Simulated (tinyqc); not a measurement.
# Worked calculation: p-i-n power rectifier, conductivity modulation at high injection

Computed by the program tinyqc: `OMP_NUM_THREADS=1 python tinyqc.py 2230107 2230108 out.jsonl`, one thread of a shared Intel Xeon 2.30GHz, about 0.01 s for the whole run. Printed values are rounded.

A drift layer from x = -d to d (2 d = W) between ideal p+ and n+ emitters (no recombination in them). High injection, n = p, ambipolar diffusion with one lifetime; both mobilities scale as (T/300 K)^(-bt).

Parameters, values chosen for the exercise; bulk values close to those of silicon:
- T = 400 K (temperature)
- eps_r = 11.5 (relative permittivity)
- Kc = 4150 V/cm per (cm^-3)^(1/8) (critical-field constant)
- BV = 400 V (rated breakdown voltage of the drift layer)
- mud = 1250 cm^2/(V s) (drift mobility at 300 K)
- bt = 2.4 (temperature exponent of the drift mobility)
- mup = 434 cm^2/(V s) (hole mobility at 300 K)
- Eg = 1.12 eV (band gap)
- Nc = 4.31e19 cm^-3 (conduction-band density of states at T)
- Nv = 4.08e19 cm^-3 (valence-band density of states at T)
- J = 20 A/cm^2 (forward current density)
- tau = 4.5e-7 s (high-level lifetime)

Constants: q = 1.602176634e-19 C, kB = 1.380649e-23 J/K, Vt = kB T/q, eps0 = 8.8541878128e-14 F/cm where lengths are in cm. Results are converted to the units shown.

## Drift layer

Triangular field at breakdown with Ec = Kc N^(1/8): BV = eps0 eps_r Ec^2/(2 q N), so N = (eps0 eps_r Kc^2/(2 q BV))^(4/3); W = 2 BV/Ec; mu = mud (T/300 K)^(-bt); rho = 1/(q mu N); ideal resistance rho W.

drift doping N = 7.05001e14 cm^-3
Ec = 0.297901 MV/cm
drift thickness W = 26.8546 um
electron mobility mu at T = 626.696 cm^2/(V s)
drift resistivity rho = 14.1268 ohm cm
ideal resistance = 37.9368 mohm cm^2

## Carrier profile

Da = 2 mun mup Vt/(mun + mup), La = sqrt(Da tau), B = (mun - mup)/(mun + mup) with mun = mud (T/300 K)^(-bt), mup likewise; n(x) = (tau J/(2 q La)) [cosh(x/La)/sinh(d/La) - B sinh(x/La)/cosh(d/La)]. 9 equal steps.

Da = 11.1344 cm^2/s
La = 22.3841 um
B = 0.484561

```
point	x (um)	n (cm^-3)
0	-13.4273	2.66331e16
1	-10.4434	2.43796e16
2	-7.4596	2.25600e16
3	-4.4758	2.11418e16
4	-1.4919	2.00999e16
5	1.4919	1.94157e16
6	4.4758	1.90769e16
7	7.4596	1.90777e16
8	10.4434	1.94179e16
9	13.4273	2.01037e16
```

d/La = 0.600. The lowest density on the grid is 27.1 times the drift doping.

## Forward voltage and stored charge

Ohmic drop: integral of J/(q (mun + mup) n); diffusion (Dember) drop Vt B ln(n(-d)/n(d)); both junctions together Vt ln(n(-d) n(d)/ni^2), ni = sqrt(Nc Nv) exp(-Eg/(2 Vt)), Eg in volts; V_F = the sum; stored charge q times the integral of n. Trapezoid rule; mun and mup scale as (T/300 K)^(-bt).

ohmic drop = 0.0191415 V
diffusion drop = 0.00469757 V
junction drops = 0.602800 V
V_F = 0.626639 V
stored charge = 9.01332 uC/cm^2

A fine grid gives V_F = 0.6267 V and the stored charge J tau = 9.000 uC/cm^2. Without modulation the drift layer alone would drop J rho W = 0.759 V, 31.8 times the ohmic and diffusion drops together.
